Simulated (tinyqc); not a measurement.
What each parameter does: ellipsoidal valleys in the axes of a wafer and a channel.

Valleys with axes a along x, y and z, two valleys each; inverse mass tensor w = 1/mt + (1/ml - 1/mt) a a. Device axes: z = nz/|nz|, x = nx/|nx|, y = z cross x; in them a = (ax, ay, az). Confinement mass mz = 1/w_zz. In the plane w_ij is replaced by u_ij = w_ij - w_iz w_jz/w_zz (i, j = x, y); density-of-states mass md = 1/sqrt(det u); conductivity mass along x mc = 1/u_xx; ballistic transport mass mx = u_yy/det u, width mass my = 1/u_yy.

Hard walls: E_n = c (n pi/t)^2/mz, c = hbar^2/2m0, n = 1, 2, 3. Non-degenerate share of a valley proportional to md sum_n exp(-E_n/kT); mean 1/mc = sum of share/mc. 1 nm = 10 angstrom.

Constants: hbar^2/2m0 = 3.80998211 eV angstrom^2; kB = 8.617333262e-05 eV/K.

Inputs chosen for the exercise (near those of the Delta valleys of Si; not measured data):
```
symbol  value      unit  meaning
ml      0.902      m0    longitudinal mass
mt      0.196      m0    transverse mass
nz      (1, 0, 0)        surface normal (confinement)
nx      (0, 1, 1)        channel direction
t       8.2        nm    thickness of the film
T       300        K     temperature
```

Lowest E1, its share and the mean conductivity mass.

One parameter was then changed.

Results before and after:
```
case     lowest E1 (meV)   share  mean mc (m0)
base                6.20  0.4657        0.2478
changed             6.20  0.4492        0.2732
```

Which of these changes was made? (a) T = 270 K; (b) ml = 0.812 m0; (c) mt = 0.216 m0; (d) t = 7.38 nm.
Answer: (c) mt = 0.216 m0. Of the candidates, run in turn, only this one gives the changed row.

All candidates:
```
case           lowest E1 (meV)   share  mean mc (m0)
base                      6.20  0.4657        0.2478
ml = 0.812 m0             6.89  0.4619        0.2463
mt = 0.216 m0             6.20  0.4492        0.2732
t = 7.38 nm               7.65  0.5006        0.2436
T = 270 K                 6.20  0.4821        0.2458
```

(tinyqc, `OMP_NUM_THREADS=1 python tinyqc.py 1880194 1880195 out.jsonl`, Intel(R) Xeon(R) Processor @ 2.30GHz, 1 thread, shared host, about 0.01 s.)
